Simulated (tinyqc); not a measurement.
# Changing the anneal temperature T

Model: solubility, supersaturation, precipitation and gettering of an impurity in a silicon-like host. Computed by tinyqc, a small Python program. Command: `OMP_NUM_THREADS=1 python tinyqc.py 3024292 3024293 out.jsonl ripen sweep`. One thread of a shared host (Intel(R) Xeon(R) Processor @ 2.30GHz), about 0.01 s of CPU time with the checks.

The wafer was saturated at T1 and is then held at T.

Inputs (values chosen for the exercise, modelled on iron in silicon):
```
quantity                                   value    unit
site density N0                            5e+22  1/cm^3
enthalpy of solution H                         3      eV
entropy of solution S                        7.8     k_B
diffusion prefactor D0                   0.00096  cm^2/s
migration energy Q                         0.658      eV
temperature of saturation T1                1475       K
sink density n                           5.6e+09  1/cm^3
initial sink radius r0                        16      nm
impurity density in the precipitate C_p  3.5e+22  1/cm^3
interface energy gamma                      0.52   J/m^2
anneal time t                                  7       s
```

Constants: k_B = 8.617333262e-05 eV/K; k_B = 1.380649e-23 J/K.

Method:
- C_eq(T) = N0 exp(S/k_B - H/(k_B T)); D(T) = D0 exp(-Q/(k_B T)); C0 = C_eq(T1). Supersaturation s = C0/C_eq(T); critical radius r* = 2 gamma/(C_p k_B T ln s); barrier W* = (4 pi/3) gamma r*^2. Strain energy is left out.
- tau0 = 1/(4 pi n r0 D); C_fixed(t) = C_eq + (C0 - C_eq) exp(-t/tau0). If all excess precipitates, the final radius is r_f = [r0^3 + 3 (C0 - C_eq)/(4 pi n C_p)]^(1/3), with tau_f = 1/(4 pi n r_f D).
- Growing sinks: with y = r/r_f and y0 = r0/r_f, dy/dt = (1 - y^3)/(3 tau_f y), which integrates to t/tau_f = F(y) - F(y0), F(y) = (1/2) ln[(1 + y + y^2)/(1 - y)^2] - sqrt(3) arctan[(2y + 1)/sqrt(3)]; the share of the excess left is (1 - y^3)/(1 - y0^3), and C(t) = C_eq + (C0 - C_eq) x share.

One run for each value; columns: (1) anneal temperature T (K); (2) C(t) with growing sinks (1/cm^3); (3) tau_f (s); (4) supersaturation s; (5) critical radius r* (nm); (6) W*/(k_B T):
```
(1)         (2)    (3)        (4)    (5)    (6)
811   6.438e+15  78.40  2.468e+08  0.137    3.7
885   5.953e+15  35.68  6.817e+06  0.155    4.3
959   5.160e+15  18.33  3.276e+05  0.177    5.1
1030  4.107e+15  10.59  2.683e+04  0.205    6.4
1110  2.732e+15   6.21  2.348e+03  0.250    8.9
1180  1.629e+15   4.13  3.653e+02  0.309   12.8
1250  8.832e+14   2.88  7.000e+01  0.405   20.7
1330  7.882e+14   2.02  1.311e+01  0.629   46.9
1400  2.016e+15   1.60  3.541e+00  1.216  166.6
```

Over the rows, C(t) with growing sinks (1/cm^3) goes from 6.44e15 through a minimum among these rows, 7.88e14 at 1330, to 2.02e15; tau_f (s) falls from 78.4 to 1.60 (exponent d ln y / d ln x -9.0 between the first rows and -4.6 between the last). When cold, diffusion is too slow for the time given; when hot, the solubility sets the floor.

Caution (rows 811, 885, 959, 1030, 1110, 1180, 1250): the barrier to homogeneous nucleation is below 35 k_B T for these inputs, so new precipitates would form and outnumber the fixed sinks assumed here. Caution (rows 811, 885, 959, 1030, 1110, 1180): a critical radius of atomic size is outside the capillary model.

Extremes, crossings and ranges named in words are read from the listed rows.
